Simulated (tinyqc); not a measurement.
Worked calculation: CISD on RHF in the 3-21g basis, for H2, spin multiplicity 1. One step of it, computed by the program tinyqc.

Question. CISD: roots. Diagonalise (each vector has its largest component positive (the first on a tie)); all determinants have Ms = 0, so triplets appear too. The lowest singlet root is the correlation energy.

Occupation strings over the orbitals (2 doubly, a alpha, b beta, 0 empty; spin orbitals ordered 1a 1b 2a 2b ...): 2000 ab00 a0b0 a00b ba00 b0a0 b00a 0200 0ab0 0a0b 0ba0 0020 00ab 0b0a 00ba 0002

H - E(HF) between determinants (hartree), lower triangle:
```
,2000,ab00,a0b0,a00b,ba00,b0a0,b00a,0200,0ab0,0a0b,0ba0,0020,00ab,0b0a,00ba,0002
2000,0.000000
ab00,0.000000,0.347274
a0b0,0.000000,0.000000,1.176119
a00b,0.000000,0.054204,0.000000,1.317863
ba00,0.000000,-0.118729,0.000000,0.078629,0.347274
b0a0,0.000000,0.000000,-0.092195,0.000000,0.000000,1.176119
b00a,0.000000,0.078629,0.000000,-0.102231,0.054204,0.000000,1.317863
0200,0.118729,0.000000,0.020721,0.000000,0.000000,-0.020721,0.000000,0.766484
0ab0,0.000000,0.020721,0.000000,-0.134322,0.051803,0.000000,0.082205,0.000000,1.538525
0a0b,-0.078629,0.000000,-0.134322,0.000000,0.000000,0.056057,0.000000,0.110240,0.000000,1.672327
0ba0,0.000000,0.051803,0.000000,0.082205,0.020721,0.000000,-0.134322,0.000000,-0.041881,0.000000,1.538525
0020,0.092195,0.000000,-0.001049,0.000000,0.000000,0.001049,0.000000,0.041881,0.000000,-0.052397,0.000000,2.382480
00ab,0.000000,-0.082205,0.000000,0.040234,0.056057,0.000000,-0.125999,0.000000,-0.052397,0.000000,-0.058744,0.000000,2.526048
0b0a,0.078629,0.000000,0.056057,0.000000,0.000000,-0.134322,0.000000,-0.110240,0.000000,-0.084970,0.000000,0.052397,0.000000,1.672327
00ba,0.000000,0.056057,0.000000,-0.125999,-0.082205,0.000000,0.040234,0.000000,-0.058744,0.000000,-0.052397,0.000000,-0.195017,0.000000,2.526048
0002,0.102231,0.000000,0.125999,0.000000,0.000000,-0.125999,0.000000,0.084970,0.000000,0.025367,0.000000,0.195017,0.000000,-0.025367,0.000000,2.696796
```

Give: lowest roots of this matrix, relative to E(HF); lowest vectors; <S^2> of these roots; weight of the ground state by excitation level 0, 1, 2, ....

Answer.

lowest roots of this matrix, relative to E(HF) (hartree): -0.0336  0.2061  0.4563  0.7545  1.0720  1.1903  1.2167  1.2565

lowest vectors:
```
,root 1,root 2,root 3,root 4
2000,0.9836,0.0000,0.0000,0.1655
ab00,0.0000,0.6995,0.7053,0.0000
a0b0,0.0134,0.0000,0.0000,-0.0704
a00b,0.0000,-0.0940,0.0157,0.0000
ba00,0.0000,0.6995,-0.7053,0.0000
b0a0,-0.0134,0.0000,0.0000,0.0704
b00a,0.0000,-0.0940,-0.0157,0.0000
0200,-0.1565,0.0000,0.0000,0.9679
0ab0,0.0000,-0.0429,0.0223,0.0000
0a0b,0.0538,0.0000,0.0000,-0.1078
0ba0,0.0000,-0.0429,-0.0223,0.0000
0020,-0.0299,0.0000,0.0000,-0.0371
00ab,0.0000,0.0026,0.0418,0.0000
0b0a,-0.0538,0.0000,0.0000,0.1078
00ba,0.0000,0.0026,-0.0418,0.0000
0002,-0.0321,0.0000,0.0000,-0.0354
```

<S^2> of these roots: 0.0000  2.0000  0.0000  0.0000  2.0000  0.0000  2.0000  0.0000

weight of the ground state by excitation level 0, 1, 2, ...: 0.9674  0.0004  0.0322
